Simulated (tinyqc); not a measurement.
Inside a calculation. Model: MOS capacitor on a p-type substrate, surface potential from the exact charge relation.

Numbers from tinyqc (`OMP_NUM_THREADS=1 python tinyqc.py 2060063 2060064 out.jsonl`; about 0.01 s on one thread of a shared Intel Xeon 2.30GHz). Printed values are rounded.

Uniform p-type substrate, Boltzmann statistics, full ionisation, classical densities. psi is the surface potential against the body (positive when the bands bend down) and u = psi/Vt. Traps are spread evenly over the gap and neutral at flat band, so their charge is -q Dit psi; the minority quasi-Fermi level is shifted by Vb.

Parameters, values chosen for the exercise; band and dielectric values close to those of germanium: temperature T = 325 K; band gap Eg = 0.658 eV; relative permittivity eps_r = 16.1; conduction-band density of states at T Nc = 1.2e19 cm^-3; valence-band density of states at T Nv = 6.68e18 cm^-3; electron affinity chi = 4 eV; acceptor density of the substrate N = 9.8e17 cm^-3; relative permittivity of the gate insulator (close to aluminium oxide) eox = 9.15; insulator thickness tox = 4.2 nm; gate work function phiM = 4.22 eV; fixed charge at the interface, in units of q Nf = 4.4e10 cm^-2; density of interface traps Dit = 0 cm^-2 eV^-1; reverse bias of the inversion layer against the body Vb = 1.6 V; gate voltage against the body Vg = 3.91 V.

Constants: q = 1.602176634e-19 C, kB = 1.380649e-23 J/K, Vt = kB T/q, eps0 = 8.8541878128e-14 F/cm where lengths are in cm. Results are converted to the units shown.

Range of the model: At this gate voltage the surface density exceeds 0.3 of the band density of states, so degeneracy and confinement would lower the charge and capacitance.

## Flat band, threshold and scales

ni = sqrt(Nc Nv) exp(-Eg/(2 Vt)), Eg in volts; phiF = Vt ln(N/ni); Cox = eps0 eox/tox; Vfb = phiM - chi - (Eg - Vt ln(Nv/N)) - q Nf/Cox; Q0 = sqrt(2 eps0 eps_r q N Vt); r = (ni/N)^2 exp(-Vb/Vt); VT = Vfb + [(2 phiF + Vb)(1 + q Dit/Cox) + sqrt(2 eps0 eps_r q N (2 phiF + Vb))/Cox].

ni = 7.08227e13 cm^-3
phiF = 0.267044 V
Cox = 1.92895 uF/cm^2
Vfb = -0.387901 V
Q0 = 111.969 nC/cm^2
r = 8.06636e-34
VT = 2.25289 V

## Starting value

psi = +Vt (just off flat band).

psi at the start = 0.0280063 V

## Iteration 1: Newton step for the surface potential

u = psi/Vt; F^2 = exp(-u) + u - 1 + r (exp(u) - u - 1); Qs = -sign(u) Q0 F; Cs = -dQs/dpsi = (Q0/Vt) |1 - exp(-u) + r (exp(u) - 1)|/(2 F). f = Vfb + psi + (q Dit psi - Qs)/Cox - Vg, f' = 1 + (Cs + q Dit)/Cox, psi(new) = psi - f/f'.

u = 1
F = 0.606531
Qs = -67.9128 nC/cm^2
Cs = 2.08334 uF/cm^2
f = -4.23469 V
f' = 2.08004
psi after iteration 1 = 2.06388 V

## Iteration 2: Newton step for the surface potential

As before.

u = 73.6932
F = 8.53081
Qs = -955.188 nC/cm^2
Cs = 0.253428 uF/cm^2
f = -1.73884 V
f' = 1.13138
psi after iteration 2 = 3.60079 V

## Course of the Newton iteration

Stop when the step is below 1e-10 V, or after 60 iterations.

Course of the iteration:

| iteration | psi before the step (V) | f (V) | step (V) |
|---|---|---|---|
| 1 | 0.0280063 | -4.23 | 2.04 |
| 2 | 2.06388 | -1.74 | 1.54 |
| 3 | 3.60079 | 1.37e10 | -0.0560 |
| 4 | 3.54478 | 5.03e9 | -0.0560 |
| 5 | 3.48877 | 1.85e9 | -0.0560 |
| 6 | 3.43276 | 6.81e8 | -0.0560 |
| 7 | 3.37674 | 2.50e8 | -0.0560 |
| 8 | 3.32073 | 9.21e7 | -0.0560 |
| 9 | 3.26472 | 3.39e7 | -0.0560 |
| ... | ... | ... | ... |
| 22 | 2.53728 | 75.9 | -0.0547 |
| 23 | 2.48258 | 27.4 | -0.0525 |
| 24 | 2.43013 | 9.60 | -0.0468 |
| 25 | 2.38336 | 3.09 | -0.0346 |
| 26 | 2.34880 | 0.785 | -0.0163 |
| 27 | 2.33245 | 0.106 | -2.98e-3 |
| 28 | 2.32947 | 2.86e-3 | -8.47e-5 |
| 29 | 2.32939 | 2.24e-6 | -6.65e-8 |
| 30 | 2.32939 | 1.38e-12 | < 1e-12 |

Converged in 30 iterations. In 20 iterations the step is within 3 % of 2 Vt = 56.0 mV: there Qs grows as exp(|u|/2), and a Newton step on such an exponential moves psi by 2 Vt whatever the distance left.

## Charges, field and capacitances at the solution

converged psi = 2.32939 V

u = psi/Vt; F^2 = exp(-u) + u - 1 + r (exp(u) - u - 1); Qs = -sign(u) Q0 F; Cs = -dQs/dpsi = (Q0/Vt) |1 - exp(-u) + r (exp(u) - 1)|/(2 F). Low frequency: 1/C_LF = 1/Cox + 1/(Cs + q Dit). High frequency, in the simple estimate in which traps and minority carriers do not follow: 1/C_HF = 1/Cox + 1/Cd, Cd being Cs with r = 0 at the same psi. Minority sheet density N_inv = (Q0/(2 q)) int_0^u r (exp(t) - 1)/F(t) dt for u > 0. Oxide field |Qs - q Dit psi + q Nf|/(eps0 eox).

Qs = -3797.16 nC/cm^2
N_inv = 1.74330e13 cm^-2
oxide field = 4.67823 MV/cm
Cs = 63.0063 uF/cm^2
C_LF/Cox = 0.970294
C_HF/Cox = 0.102592

The surface is in strong inversion (borders at |psi| = 0, phiF + Vb and 2 phiF + Vb = 2.13 V). Minority carriers make up 73.6 % of Qs.
